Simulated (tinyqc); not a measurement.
Inside a calculation. Method: CIS on RHF in the sto-3g basis, for H3+, spin multiplicity 1. One step of it, computed by the program tinyqc.

Task: CIS matrix, singlets. A(ia,jb) = (e_a - e_i) d_ij d_ab + 2 (ia|jb) - (ij|ab).

orbital energies (hartree): MO1 -0.964889, MO2 -0.333265, MO3 0.262572

Two-electron integrals over orbitals (pq|rs), unique and non-zero (hartree):
```
(11|11) 0.568532    (21|21) 0.146272    (22|11) 0.482383    (22|22) 0.533251
(31|11) 0.096269    (31|22) -0.037786   (31|31) 0.135594    (32|21) -0.140964
(32|32) 0.159102    (33|11) 0.573396    (33|22) 0.512535    (33|31) 0.082740
(33|33) 0.612610
```

Give: CIS matrix A, singlet.

Result:

CIS matrix A, singlet (hartree):
```
        1>2     1>3
1>2  0.4418  0.0000
1>3  0.0000  0.9253
```
